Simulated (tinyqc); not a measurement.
# Debye-Callaway model of lattice thermal conductivity, step by step

A worked calculation. Computed by tinyqc, a small Python program that keeps every step. Command: `OMP_NUM_THREADS=1 python tinyqc.py 3025278 3025279 out.jsonl callaway walk`. One thread of a shared host (Intel(R) Xeon(R) Processor @ 2.30GHz), about 0.01 s of CPU time with the checks. Intermediate numbers are printed to about 5 digits and carried at full precision; extremes and crossings named in words are read from the listed rows.

Three acoustic branches with one velocity v, cut at omega_D = k_B Theta/hbar; x = hbar omega/(k_B T). v and Theta are separate inputs: Theta cuts off the heat-carrying modes, so C need not reach 3 k_B/V. gamma is an effective value that sets the umklapp rate. Heat flows along the wire.

Inputs (values chosen for the exercise, for a model crystal): sound velocity v = 9320 m/s; Debye temperature Theta = 1060 K; volume per atom V = 10.9 angstrom^3; mean atomic mass M = 149 u; effective Grueneisen parameter gamma = 2.03; umklapp exponent divisor b = 2; mass variance Gamma = 0.00046; wire diameter D = 1.7 micrometre; specularity p = 0.4; normal-process factor f_N = 0.41; temperature T = 400 K; probe frequency omega/omega_D = 0.52.

Sample: wire. Point defects: isotopes. Normal processes: included.

Constants: k_B = 1.380649e-23 J/K; hbar = 1.054571817e-34 J s; u = 1.6605390666e-27 kg.

## Mass-fluctuation parameter

Gamma is given directly by the isotope mixture. A = V Gamma/(4 pi v^3).

Gamma = 4.60e-04

Rayleigh coefficient A = 4.9286e-46 s^3

## Scattering rates at one frequency

Rates: point defects A omega^4; umklapp B omega^2 T exp(-Theta/(b T)) with B = hbar gamma^2/(M v^2 Theta); normal processes f_N B omega^2 T (T/Theta)^2. Boundaries: v/Lambda_B with Lambda_B = D (1 + p)/(1 - p). The resistive time is tau_R = 1/(boundary + point-defect + umklapp rates), and the free path is v tau_R.

omega = 7.2163e+13 rad/s

Rates:
```
process        rate (1/s)  rate x tau_R
boundaries     2.3496e+09      0.089415
point defects  1.3366e+10       0.50864
umklapp        1.0562e+10       0.40194
normal         2.3200e+09      0.088287
```

tau_R = 3.8056e-11 s

free path = 354.68 nm

The strongest resistive process at this frequency: point defects, 51 % of the resistive rate.

## The integrand on a coarse grid

x runs in ten equal steps to min(Theta/T, 12); g = x^4 e^x/(e^x - 1)^2; tau_C is the inverse of all rates summed; the last column is c tau_C g with c = (k_B/(2 pi^2 v)) (k_B T/hbar)^3.

Integrand:
```
x           g   tau_C (s)  c tau_C g (W/(m K))
0.265  0.0698  3.5158e-10               264.56
0.530  0.2744  2.1989e-10               650.37
0.795  0.5998  1.2318e-10               796.30
1.060  1.0241  6.8251e-11               753.30
1.325  1.5198  3.8934e-11               637.77
1.590  2.0566  2.3153e-11               513.21
1.855  2.6034  1.4371e-11               403.25
2.120  3.1312  9.2838e-12               313.31
2.385  3.6147  6.2160e-12               242.17
2.650  4.0341  4.2957e-12               186.77
```

Among these rows the integrand is largest at x = 0.80.

## Thermal conductivity

kappa_1 = c int tau_C g dx, g = x^4 e^x/(e^x - 1)^2, c = (k_B/(2 pi^2 v)) (k_B T/hbar)^3, over 0 < x < min(Theta/T, 40), by 96 Gauss-Legendre points in s with x = x_max s^2; 1/tau_C = 1/tau_R + 1/tau_N; kappa_2 = c [int (tau_C/tau_N) g dx]^2 / int (tau_C/(tau_N tau_R)) g dx; kappa = kappa_1 + kappa_2. Heat capacity C = 3 c int g dx / v^2; grey free path 3 kappa/(C v); the median free path v tau_C halves kappa_1 when the quadrature points are ordered by free path (each counted at half its weight, interpolated in the logarithm); likewise at 10 % and 90 %.

kappa_1 = 1238.0 W/(m K)

kappa_2 = 36.874 W/(m K)

kappa = 1274.9 W/(m K)

heat capacity C = 1.6650e+06 J/(m^3 K)

grey free path = 246.46 nm

median free path = 527.41 nm

free path at 10 % of kappa_1 = 83.904 nm

free path at 90 % of kappa_1 = 2233.9 nm

The median free path is 2.1 times the grey one: a small share of the heat capacity, at low frequency, carries much of the heat. The middle 80 % of kappa_1 spans a factor 27 in free path. The Callaway term kappa_2 is 2.9 % of the total.

## Leaving out one process at a time

The formulas are those given above.

Conductivity at T:
```
case                   kappa (W/(m K))  ratio to all
all processes                   1274.9             1
without point defects           2648.3        2.0773
without boundaries              2166.8        1.6996
without umklapp                 1982.7        1.5552
```

Removing point defects raises kappa most, by a factor 2.08; removing umklapp gives only 1.56.

## Conductivity against temperature

The boundary limit is C v^2/(3 x boundary rate), with C = 3 c int g dx / v^2.

Kappa (W/(m K)):
```
T (K)  all processes  without point defects  boundary limit
11            2.4746                 2.4781          2.4781
21            16.953                 17.242          17.242
37            84.325                 94.307          94.307
64            315.02                 487.82          487.95
110           808.21                 2309.8          2393.5
180           1327.9                 5037.0          7840.8
320           1426.1                 3585.0           17389
530           1021.1                 1743.0           23487
850           618.48                 850.71           26360
1400          331.90                 404.34           27656
```

kappa peaks among these rows at 320 K (T/Theta = 0.302) with 1430 W/(m K). The exponent d ln kappa/d ln T is 2.98 at the cold end, the T^3 law of boundary scattering, and -1.25 at the hot end. The normal rate is taken to grow as T^3 at all T, which overstates it above Theta. Point defects cost most at 180 K, a factor 3.79.

Checks made by the program: heat capacity against the Debye function (relative difference below 1e-10).
